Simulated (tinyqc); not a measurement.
From results back to parameters: band edges of strained Si(1-x)Ge(x) on relaxed Si(1-y)Ge(y). Four cases, with inputs chosen for the exercise.

Problem. A layer on a (001) buffer has its Delta valleys split into the four in the plane and the two along z: E(Delta4) - E(Delta2) = XuD (e_par - e_perp), e_perp = -2 (C12/C11) e_par, e_par = (a(y) - a(x))/a(x). The splitting is given; find the strain and the Ge fraction y of the buffer.

Values are linear in the Ge fraction but for ED(x) = linear - CD x (1 - x) and a(x) = linear - Ca x (1 - x). Energies are on the common scale of Ev.

Case 1.

Values chosen (end members near Si and Ge, in this order; the results hold for these values, not for the real material):
- a = (5.425, 5.654) angstrom (lattice constant)
- Ca = 0.027 angstrom (bowing of the lattice constant)
- XuD = (8.95, 9.16) eV (uniaxial potential, Delta)
- C11 = (163.5, 127.5) GPa
- C12 = (64, 47.7) GPa
- x = 0 (Ge fraction of the layer)

E(Delta4) - E(Delta2) = 0.198260 eV

Case 2.

Values chosen (end members near Si and Ge, in this order; the results hold for these values, not for the real material):
- a = (5.431, 5.656) angstrom (lattice constant)
- Ca = 0 angstrom (bowing of the lattice constant)
- XuD = (9.41, 9.72) eV (uniaxial potential, Delta)
- C11 = (168, 129.2) GPa
- C12 = (63.2, 48) GPa
- x = 0.37 (Ge fraction of the layer)

E(Delta4) - E(Delta2) = -0.251569 eV

Case 3.

Values chosen (end members near Si and Ge, in this order; the results hold for these values, not for the real material):
- a = (5.427, 5.657) angstrom (lattice constant)
- Ca = 0.026 angstrom (bowing of the lattice constant)
- XuD = (9.45, 9.56) eV (uniaxial potential, Delta)
- C11 = (165.7, 127.1) GPa
- C12 = (64.1, 48.4) GPa
- x = 0.18 (Ge fraction of the layer)

E(Delta4) - E(Delta2) = -0.115342 eV

Case 4.

Values chosen (end members near Si and Ge, in this order; the results hold for these values, not for the real material):
- a = (5.437, 5.656) angstrom (lattice constant)
- Ca = 0 angstrom (bowing of the lattice constant)
- XuD = (9.29, 9.27) eV (uniaxial potential, Delta)
- C11 = (166.9, 128.8) GPa
- C12 = (64.6, 48.5) GPa
- x = 0.84 (Ge fraction of the layer)

E(Delta4) - E(Delta2) = -0.387285 eV

Find: e_par; a(y); y.

Solution. e_par = splitting/(XuD (1 + 2 C12/C11)) with the values at x; a(y) = a(x)(1 + e_par); a(y) rises steadily with y, so one root lies in the range.

Case 1.

e_par = 0.01242
a(y) = 5.4924 angstrom
y = 0.320

Case 2.

e_par = -0.01510
a(y) = 5.4310 angstrom
y = 0

Case 3.

e_par = -0.00687
a(y) = 5.4270 angstrom
y = 0

Case 4.

e_par = -0.02377
a(y) = 5.4874 angstrom
y = 0.230

Computed by tinyqc, one run a case: `OMP_NUM_THREADS=1 python tinyqc.py N N+1 out.jsonl` with N = 1050761, 1050808, 1050840, 1050843; one thread of a shared Intel(R) Xeon(R) Processor @ 2.30GHz, about 0.02 s a run at most.
